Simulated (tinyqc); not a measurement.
Margin needed against array size.

Cells fail independently with probability Q(k) = erfc(k/sqrt(2))/2 when the margin is k standard deviations, and Y = exp(-Nb Q(k)). phi = exp(-k^2/2)/sqrt(2 pi).  k solves Y = exp(-Nb Q(k)); the estimate is sqrt(2 ln(Nb/(-ln Y))).

Inputs (values chosen for the exercise):

| symbol | value | unit | meaning |
|---|---|---|---|
| Y | 0.999 |  | wanted yield |

Result of one run:
```
Nb  allowed Q      k  estimate
64   1.563e-5  4.164     4.704
```

What becomes of these results when the number of cells Nb is changed from 64 to 1024, all else the same?

Result of the changed run:
```
Nb    allowed Q      k  estimate
1024   9.771e-7  4.758     5.261
```

The whole series:
```
Nb          allowed Q      k  estimate
64           1.563e-5  4.164     4.704
1024         9.771e-7  4.758     5.261
16384        6.107e-8  5.290     5.764
262144       3.817e-9  5.776     6.226
4194304     2.385e-10  6.226     6.657
67108864    1.491e-11  6.647     7.061
1073741824  9.318e-13  7.044     7.443
```

A 1.68e7-fold larger array raises k only from 4.16 to 7.04; the last factor of 16 costs 0.40 standard deviations. The estimate, which drops the factor 1/(k sqrt(2 pi)) of the tail, is 13 % above k in the first row and 5.7 % above it in the last.

tinyqc, about 0.01 s, one thread, Intel Xeon 2.30GHz (shared host): `OMP_NUM_THREADS=1 python tinyqc.py 2090062 2090063 out.jsonl`
